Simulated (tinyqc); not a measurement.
# p-n diode with diffusion and depletion-layer recombination: two studies

Abrupt junction in the depletion approximation, low injection, full ionisation, neutral widths fixed, ohmic contact on the p side. Vj is the junction voltage; where a series resistance Rs is given, V = Vj + J Rs is the terminal voltage.

Values chosen for this exercise; band and dielectric values close to those of gallium arsenide:
```
symbol    value        unit                                               meaning
T           300           K                                           temperature
Eg         1.44          eV                                              band gap
eps_r      13.1                                             relative permittivity
Nc      4.48e17       cm^-3                conduction-band density of states at T
Nv      9.03e18       cm^-3                   valence-band density of states at T
Na       2.6e17       cm^-3                                      acceptor density
Nd       4.6e16       cm^-3                                         donor density
mun        3200  cm^2/(V s)                       electron mobility in the p side
mup         310  cm^2/(V s)                           hole mobility in the n side
tn         1e-6           s                                     electron lifetime
tp         1e-6           s                                         hole lifetime
wp         0.49          um                           neutral width of the p side
wn           24          um                           neutral width of the n side
Sp        40000        cm/s               recombination velocity at the n contact
Rs      0.00056    ohm cm^2                                     series resistance
Et            0          eV                  trap level above the intrinsic level
Vj         0.99           V  junction voltage at which recombination is evaluated
```

Constants: q = 1.602176634e-19 C, kB = 1.380649e-23 J/K, Vt = kB T/q, eps0 = 8.8541878128e-14 F/cm where lengths are in cm. Results are converted to the units shown.

Each table varies one quantity; the others keep the values above.

## Currents and ideality against junction voltage

ni = sqrt(Nc Nv) exp(-Eg/(2 Vt)), Eg in volts; D = mu Vt; Ln = sqrt(Dn tn), Lp = sqrt(Dp tp); J0n = q ni^2 Dn coth(wp/Ln)/(Ln Na); J0p = (q ni^2 Dp/(Lp Nd)) (s + tanh(wn/Lp))/(1 + s tanh(wn/Lp)), s = Sp Lp/Dp. J_diff = (J0n + J0p)(exp(Vj/Vt) - 1). Vbi = Vt ln(Na Nd/ni^2), W = sqrt(2 eps0 eps_r (Vbi - Vj)(1/Na + 1/Nd)/q), xp = W Nd/(Na + Nd), xn = W Na/(Na + Nd); u(x) = q Na (x + xp)^2/(2 eps0 eps_r) for x < 0 and Vbi - Vj - q Nd (xn - x)^2/(2 eps0 eps_r) for x > 0; p = Na exp(-u/Vt), n = Nd exp((u - Vbi + Vj)/Vt); U = ni^2 (exp(Vj/Vt) - 1)/(tp (n + ni exp(Et/Vt)) + tn (p + ni exp(-Et/Vt))); J_scr = q times the integral of U from -xp to xn. J = J_diff + J_scr. Ideality = (1/Vt) dVj/d ln J or (1/Vt) dV/d ln J; last column ni^2 exp(Vj/Vt)/N^2.

Currents and ideality against junction voltage:

| Vj (V) | J_diff (A/cm^2) | J_scr (A/cm^2) | J (A/cm^2) | V (V) | ideality against Vj | ideality against V | minority/doping, lighter side |
|---|---|---|---|---|---|---|---|
| 0.32 | 6.526e-13 | 6.690e-11 | 6.755e-11 | 0.3200 | 1.925 | 1.925 | 2.926e-16 |
| 0.42 | 3.123e-11 | 4.910e-10 | 5.222e-10 | 0.4200 | 1.835 | 1.835 | 1.400e-14 |
| 0.53 | 2.200e-9 | 4.434e-9 | 6.634e-9 | 0.5300 | 1.475 | 1.475 | 9.866e-13 |
| 0.63 | 1.053e-7 | 3.314e-8 | 1.384e-7 | 0.6300 | 1.129 | 1.129 | 4.721e-11 |
| 0.73 | 5.039e-6 | 2.514e-7 | 5.290e-6 | 0.7300 | 1.023 | 1.023 | 2.259e-9 |
| 0.83 | 2.411e-4 | 1.951e-6 | 2.431e-4 | 0.8300 | 1.004 | 1.004 | 1.081e-7 |
| 0.93 | 0.01154 | 1.573e-5 | 0.01155 | 0.9300 | 1.001 | 1.001 | 5.174e-6 |
| 1.03 | 0.5522 | 1.360e-4 | 0.5523 | 1.030 | 1.000 | 1.012 | 2.476e-4 |
| 1.13 | 26.43 | 0.001306 | 26.43 | 1.145 | 1.000 | 1.572 | 0.01185 |

The ideality against Vj falls from 1.92 to 1.00. Diffusion overtakes recombination in the layer between Vj = 0.53 and 0.63 V. J_scr alone has an ideality of 1.94 between the first two rows and 1.71 between the last two. From Vj = 1.13 V the series resistance raises the terminal ideality by over a tenth; there J Rs = 0.57 Vt.

## Effect of the neutral width of the n side

Same model as above.

J = J_diff + J_scr.

The same in every row: J0n (A/cm^2) = 2.712e-18; J_scr (A/cm^2) = 5.674e-5.

Results:

| wn (um) | J0p (A/cm^2) | J_diff (A/cm^2) | J_scr/J (%) | wn/Lp |
|---|---|---|---|---|
| 0.2 | 3.303e-19 | 0.1301 | 0.04358 | 0.007065 |
| 2 | 1.828e-19 | 0.1238 | 0.04580 | 0.07065 |
| 6 | 9.327e-20 | 0.1200 | 0.04726 | 0.2119 |
| 20 | 3.946e-20 | 0.1177 | 0.04819 | 0.7065 |
| 50 | 2.704e-20 | 0.1172 | 0.04841 | 1.766 |
| 200 | 2.570e-20 | 0.1171 | 0.04843 | 7.065 |
| 500 | 2.570e-20 | 0.1171 | 0.04843 | 17.66 |

Estimate the missing row, wn = 0.6 um.

Computed row:

| wn (um) | J0p (A/cm^2) | J_diff (A/cm^2) | J_scr/J (%) | wn/Lp |
|---|---|---|---|---|
| 0.6 | 2.799e-19 | 0.1280 | 0.04432 | 0.02119 |

With this row back in the table: As wn goes from 0.2 to 500, J0p falls from 3.30e-19 to 2.57e-20 A/cm^2, J_scr stays at 5.67e-5 A/cm^2 and its share rises from 0.0436 to 0.0484 %. J0p goes as wn^(-0.15) between the first two rows and wn^(0.00) between the last two; Lp = 28.3 um divides the short base from the long one.

Program tinyqc, `OMP_NUM_THREADS=1 python tinyqc.py 2260135 2260136 out.jsonl`; Intel Xeon 2.30GHz, shared host, one thread, about 0.01 s.
